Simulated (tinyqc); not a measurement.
Hydrostatic strain: sp3s* tight binding, strained.

sp3s* tight binding, nearest neighbours only: anion (a) at 0, cation (c) at a/4 (1,1,1), orbitals s, px, py, pz, s* on each; k in units of 2 pi/a. With phases e_j = exp(i (pi/2) k.n_j) for n = (1,1,1), (1,-1,-1), (-1,1,-1), (-1,-1,1): g0 = (e1+e2+e3+e4)/4, g1 = (e1+e2-e3-e4)/4, g2 = (e1-e2+e3-e4)/4, g3 = (e1-e2-e3+e4)/4. The diagonal holds the levels Esa, Epa, Exa (s*) and Esc, Epc, Exc. Anion-cation block: <sa|sc> = Vss g0; <sa|xc> = Vsapc g1; <xa|sc> = -Vscpa g1; <xa|xc> = Vxx g0; <xa|yc> = <ya|xc> = Vxy g3, <xa|zc> = <za|xc> = Vxy g2, <ya|zc> = <za|yc> = Vxy g1; <s*a|xc> = Vxapc g1; <xa|s*c> = -Vpaxc g1; y and z take g2 and g3 in place of g1; s-s* and s*-s* vanish.

Strain e moves each bond vector to d = (1 + e) d0 (no internal displacement for the diagonal strains used here) and k is given in fractions of the strained reciprocal cell, so the phases stay. Two-centre values Vss_sigma = Vss/4, Vsp_sigma = sqrt3 V/4 for each s-p and s*-p pair, Vpp_sigma = (Vxx + 2 Vxy)/4, Vpp_pi = (Vxx - Vxy)/4 are scaled by (d0/d)^eta and combined with the new direction cosines; the levels on the diagonal stay.

Inputs chosen for the exercise (near a published set for Si, fitted to gaps, whose masses and valley positions are rough; not measured data): Esa = -4.202 eV (s level of the anion); Epa = 1.72 eV (p level of the anion); Esc = -4.202 eV (s level of the cation); Epc = 1.72 eV (p level of the cation); Exa = 6.685 eV (s* level of the anion); Exc = 6.685 eV (s* level of the cation); Vss = -8.329 eV (s-s); Vxx = 1.706 eV (px-px); Vxy = 4.551 eV (px-py); Vsapc = 5.691 eV (s anion, p cation); Vscpa = 5.691 eV (s cation, p anion); Vxapc = 5.337 eV (s* anion, p cation); Vpaxc = 5.337 eV (p anion, s* cation); eta = 1.8 (scaling exponent).

exx = eyy = ezz = e. Gaps as measured from the top of the valence band; the deformation potentials are (gap(0.01) - gap(-0.01))/0.06.

Gaps (eV):

| e | Gamma | Delta | L | x of the minimum |
|---|---|---|---|---|
| -0.03 | 3.6043 | 1.1812 | 2.5322 | 0.723 |
| -0.02 | 3.5384 | 1.1760 | 2.5236 | 0.726 |
| -0.01 | 3.4743 | 1.1706 | 2.5149 | 0.729 |
| 0.00 | 3.4120 | 1.1650 | 2.4843 | 0.732 |
| 0.01 | 3.3514 | 1.1593 | 2.3918 | 0.736 |
| 0.02 | 3.2925 | 1.1534 | 2.3017 | 0.739 |
| 0.03 | 3.2352 | 1.1473 | 2.2139 | 0.742 |

gap deformation potentials (eV): Gamma -2.048, Delta -0.189, L -2.051

How do the results move, and what explains it?

Per unit of volume strain the gaps move by -2.05 (Gamma), -0.19 (Delta) and -2.05 eV (L). The lowest valley stays the Delta line over the range. These potentials follow from the one exponent eta, which fitted models replace by one for each integral; with it the sizes are rough, the sign for Delta can be wrong (in Si, Ge and the III-V crystals measured values are small and positive), and the pressures at which valleys cross, and which valley takes over, are rough too. A gap of zero, where one is listed, marks an s level that has sunk below the valence top.

Program tinyqc; command `OMP_NUM_THREADS=1 python tinyqc.py 1482105 1482106 out.jsonl`; about 0.09 s on one thread of a shared Intel(R) Xeon(R) Processor @ 2.30GHz.
